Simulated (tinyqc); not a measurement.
Shockley-Read-Hall recombination through one deep level: sweeps and comparisons. A value that a table varies takes the place of the one given here.

One level at Et with degeneracy 1: tn = 1/(sn vth Nt), tp = 1/(sp_ vth Nt), n1 = Nc exp((Et - Eg)/kT), p1 = Nv exp(-Et/kT), ni^2 = n1 p1. Equilibrium n0 = Nm, p0 = ni^2/Nm; n = n0 + dn, p = p0 + dn. U = (n p - ni^2)/(tp (n + n1) + tn (p + p1)), lifetime dn/U; emission rates en = sn vth n1, ep = sp_ vth p1.

Constants: kB = 8.617333262e-05 eV/K.

Inputs chosen for the exercise (gap and densities of states near those of SiC at this temperature; the results hold for these values, not for the real material):
```
symbol  value     unit    meaning
E1      1.478     eV      level (+1/0) above Ev
E2      2.166     eV      level (0/-1) above Ev
gm      2                 degeneracy of the middle state, the others 1
T       250       K
Eg      3.19      eV      gap
Nc      1.44e+19  1/cm^3  conduction-band density of states
Nv      2.5e+19   1/cm^3  valence-band density of states
Nd      2.8e+14   1/cm^3  ionised shallow donors minus acceptors
Et      2.166     eV      recombination level above Ev
Nt      1.5e+15   1/cm^3  defects
sn      5e-16     cm^2    electron capture cross-section
sp_     3.7e-14   cm^2    hole capture cross-section
vth     19000000  cm/s    thermal velocity, both carriers
Nm      1.5e+16   1/cm^3  equilibrium electrons for the lifetime steps
dn      6.5e+13   1/cm^3  excess pairs
```

## Charge state against the Fermi level (deep level with several charge states)

Energies from Ev. The defect has charge states +1, 0, -1 with weights 1, gm exp((EF - E1)/kT), exp((2 EF - E1 - E2)/kT); the shares are the weights over their sum. Boltzmann carriers: n = Nc exp((EF - Eg)/kT), p = Nv exp(-EF/kT). Neutrality: p - n + Nd + Nt <q> = 0.

Shares:
```
EF (eV)     +1      0     -1     <q>
0.191    1.000  0.000  0.000   1.000
0.447    1.000  0.000  0.000   1.000
0.702    1.000  0.000  0.000   1.000
0.957    1.000  0.000  0.000   1.000
1.212    1.000  0.000  0.000   1.000
1.467    0.454  0.546  0.000   0.454
1.723    0.000  1.000  0.000   0.000
1.978    0.000  1.000  0.000   0.000
2.233    0.000  0.082  0.918  -0.918
2.488    0.000  0.000  1.000  -1.000
2.743    0.000  0.000  1.000  -1.000
2.999    0.000  0.000  1.000  -1.000
```

How do the results move?

Where the levels are several kT apart the middle state rules between about E1 - kT ln gm = 1.463 and E2 + kT ln gm = 2.181 eV; its largest share listed is 1.000. Each step spreads from 10 % to 90 % over 4.4 kT = 0.095 eV.

## Defects against doping (deep level with several charge states)

Nt takes the listed multiples of |Nd|; the resistivity uses mobilities of 1000 (electrons) and 300 (holes) cm^2/(V s), chosen for the exercise, and e = 1.602176634e-19 C.

Neutral state:
```
Nt/|Nd|  EF (eV)  n (1/cm^3)  p (1/cm^3)  rho (ohm cm)
0.01      2.9561    2.77e+14    6.40e-41          22.5
0.10      2.9540    2.52e+14    7.04e-41          24.8
0.30      2.9486    1.96e+14    9.05e-41          31.8
0.60      2.9366    1.12e+14    1.58e-40          55.7
0.90      2.9067    2.80e+13    6.33e-40           223
1.10      2.2305       0.655    2.71e-26      9.52e+15
1.50      2.1959       0.131    1.35e-25      4.76e+16
3.00      2.1660      0.0328    5.41e-25      1.90e+17
10.00     2.1336     0.00728    2.44e-24      8.57e+17
```

What does this show, and why?

EF goes from 2.956 to 2.134 eV and the resistivity from 22.5 to 8.57e+17 ohm cm, with a largest value of 8.57e+17 (values above about 1e13 are formal: hopping and surfaces conduct more). The largest move of EF, -0.676 eV, comes between Nt/|Nd| = 0.9 and 1.1; the levels lie at 1.478 and 2.166 eV. A defect can take up to one carrier of either sign, so the doping can be cancelled no earlier than Nt = |Nd|, there only if EF lies well beyond the level that takes the carriers and otherwise at larger Nt (mean charge -0.10 in the last row).

## Lifetime against injection

Recombination:
```
dn (1/cm^3)  lifetime (microsecond)  U (1/(cm^3 s))
1.0e+11                   0.0009488        1.05e+20
1.0e+12                   0.0009530        1.05e+21
1.0e+13                   0.0009951        1.00e+22
1.0e+14                    0.001413        7.08e+22
1.0e+15                    0.005334        1.87e+23
1.0e+16                     0.02902        3.45e+23
1.0e+17                     0.06197        1.61e+24
1.0e+18                     0.07009        1.43e+25
```

What can be read from the table?

The lifetime rises from 0.0009488 to 0.07009 microsecond; tn + tp = 0.07112. At low injection it is tp (1 + n1/n0) + tn p1/n0 with n1/Nm = 2.2e-18 and p1/Nm = 3.6e-41: re-emission is negligible, so minority capture alone counts. Auger and radiative paths are left out; they cut in at the highest injections, and in a doped direct-gap crystal the radiative one counts at all injections. dn = dp neglects trapped charge, which matters where the traps hold a charge comparable with dn, at low injection and with very unequal cross sections.

## Where a level does most harm

Et takes the values listed; G = Nt en ep/(en + ep) in a depleted region; the lifetime is for dn = 1e11 1/cm^3.

Results:
```
Et (eV)  lifetime (microsecond)  G (1/(cm^3 s))
0.191                    0.0175        7.16e-35
0.447                  0.000949        1.04e-29
0.702                  0.000949        1.43e-24
0.957                  0.000949        1.98e-19
1.212                  0.000949        2.74e-14
1.467                  0.000949        3.78e-09
1.723                  0.000949        4.86e-07
1.978                  0.000949        3.52e-12
2.233                  0.000949        2.55e-17
2.488                  0.000949        1.84e-22
2.743                  0.000949        1.33e-27
2.999                   0.00108        9.20e-33
```

What does this show?

Generation peaks where en = ep, at Eg/2 + (kT/2) ln(sp_ Nv/(sn Nc)) = 1.647 eV; the largest value listed is at 1.723 eV, and G falls by a decade for each 0.050 eV away from the peak. The lifetime is within a factor 2 of its minimum, 0.000949 microsecond, from 0.447 to 2.999 eV: recombination tolerates a wide range of Et, generation a narrow one.

## What moves lifetime and leakage

G = Nt en ep/(en + ep). Each row changes one parameter from the base and keeps the others.

Results:
```
case                  lifetime (microsecond)  G (1/(cm^3 s))
base                                0.001251        5.71e-16
Et = 2.206 eV                       0.001251        8.91e-17
sn = 1e-15 cm^2                     0.001100        5.71e-16
sp_ = 7.4e-14 cm^2                 0.0007769        1.14e-15
Nt = 7.5e+14 1/cm^3                 0.002502        2.85e-16
Nm = 4.5e+16 1/cm^3                 0.001050        5.71e-16
dn = 1.95e+14 1/cm^3                0.001849        5.71e-16
```

What can be read from the table?

The largest shifts from the base row, up to three for each result and ties (the steps differ in size, so this ranks the rows, not the parameters). lifetime (microsecond): Nt +0.00125, dn +0.000598, sp_ -0.000474; unchanged at the printed digits by Et. G (1/(cm^3 s)): sp_ +5.71e-16, Et -4.82e-16, Nt -2.85e-16; unchanged at the printed digits by sn, Nm and dn.

Program tinyqc; command `OMP_NUM_THREADS=1 python tinyqc.py 1680526 1680527 out.jsonl`; about 0.01 s on one thread of a shared Intel(R) Xeon(R) Processor @ 2.30GHz.
